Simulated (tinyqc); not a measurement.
Finite-difference solution of the diffusion equation on a small grid: one step, computed by the program tinyqc. Command: `OMP_NUM_THREADS=1 python tinyqc.py 3019699 3019700 out.jsonl fdiff walk`. One thread of a shared host (Intel(R) Xeon(R) Processor @ 2.30GHz), about 0.01 s of CPU time with the checks.

dC/dt = D d2C/dx2 on nodes x_j = j dx, j = 0..9; the far end is sealed.

Problem. Time step 1. With r = D dt/dx^2: (1 - theta r M) C(new) = (1 + (1 - theta) r M) C(old); theta = 0 explicit, 1 implicit, 1/2 Crank-Nicolson.

Boundary at x = 0: surface loss. Scheme: explicit.

operator M, rows 0, 1, 2, 3, 4, 5, 6, 7, 8, 9:
```
[[-2.447368, 2.000000, 0.000000, 0.000000, 0.000000, 0.000000, 0.000000, 0.000000, 0.000000, 0.000000],
 [1.000000, -2.000000, 1.000000, 0.000000, 0.000000, 0.000000, 0.000000, 0.000000, 0.000000, 0.000000],
 [0.000000, 1.000000, -2.000000, 1.000000, 0.000000, 0.000000, 0.000000, 0.000000, 0.000000, 0.000000],
 [0.000000, 0.000000, 1.000000, -2.000000, 1.000000, 0.000000, 0.000000, 0.000000, 0.000000, 0.000000],
 [0.000000, 0.000000, 0.000000, 1.000000, -2.000000, 1.000000, 0.000000, 0.000000, 0.000000, 0.000000],
 [0.000000, 0.000000, 0.000000, 0.000000, 1.000000, -2.000000, 1.000000, 0.000000, 0.000000, 0.000000],
 [0.000000, 0.000000, 0.000000, 0.000000, 0.000000, 1.000000, -2.000000, 1.000000, 0.000000, 0.000000],
 [0.000000, 0.000000, 0.000000, 0.000000, 0.000000, 0.000000, 1.000000, -2.000000, 1.000000, 0.000000],
 [0.000000, 0.000000, 0.000000, 0.000000, 0.000000, 0.000000, 0.000000, 1.000000, -2.000000, 1.000000],
 [0.000000, 0.000000, 0.000000, 0.000000, 0.000000, 0.000000, 0.000000, 0.000000, 2.000000, -2.000000]]
```

mesh ratio r = 0.2584

C at the start (%): [72.30, 100.00, 60.20, 19.80, 8.09, 0.00, 0.00, 0.00, 0.00, 0.00]

Give: C after step 1.

Solution.

C after step 1 (%): [78.26, 82.56, 60.04, 27.21, 9.03, 2.09, 0.00, 0.00, 0.00, 0.00]
